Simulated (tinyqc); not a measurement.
Inside a calculation. Method: plane-wave Kohn-Sham cycle with exchange-only LDA in a layered model solid. One step of it, computed by the program tinyqc.

Question. Iteration 1: potential. V_H(G) = 4 pi rho(G)/G^2 for G != 0 (uniform background); v_x = -(3 rho/pi)^(1/3); V = V_ext + V_H + v_x; Fourier components f(G_m) = (1/N) sum_j f(x_j) exp(-i G_m x_j).

A solid whose potential varies along x alone (atomic units):
```
parameter                      value
period a                    7.800000
cross-section of the cell  17.000000
electrons per cell                 4
grid points                       16
plane waves -n..n, n               3
k points                           2
V1 in V1 cos(2 pi x/a)     -0.170000
V2 in V2 cos(4 pi x/a)      0.050000
```

density at the start, on the grid x_j = j a/N (e/bohr^3): 0.03016591  0.03016591  0.03016591  0.03016591  0.03016591  0.03016591  0.03016591  0.03016591  0.03016591  0.03016591  0.03016591  0.03016591  0.03016591  0.03016591  0.03016591  0.03016591

Give: Potentials on the grid; V(G_m), m = 0, 1, 2, ....

Answer.

Potentials on the grid (hartree):
```
x         V_ext     V_H      v_x        V
0.0000  -0.1200  0.0000  -0.3065  -0.4265
0.4875  -0.1217  0.0000  -0.3065  -0.4283
0.9750  -0.1202  0.0000  -0.3065  -0.4268
1.4625  -0.1004  0.0000  -0.3065  -0.4070
1.9500  -0.0500  0.0000  -0.3065  -0.3565
2.4375   0.0297  0.0000  -0.3065  -0.2768
2.9250   0.1202  0.0000  -0.3065  -0.1863
3.4125   0.1924  0.0000  -0.3065  -0.1141
3.9000   0.2200  0.0000  -0.3065  -0.0865
4.3875   0.1924  0.0000  -0.3065  -0.1141
4.8750   0.1202  0.0000  -0.3065  -0.1863
5.3625   0.0297  0.0000  -0.3065  -0.2768
5.8500  -0.0500  0.0000  -0.3065  -0.3565
6.3375  -0.1004  0.0000  -0.3065  -0.4070
6.8250  -0.1202  0.0000  -0.3065  -0.4268
7.3125  -0.1217  0.0000  -0.3065  -0.4283
```

V(G_m), m = 0, 1, 2, ... (hartree): -0.3065  -0.0850  0.0250  0.0000  0.0000  0.0000  0.0000
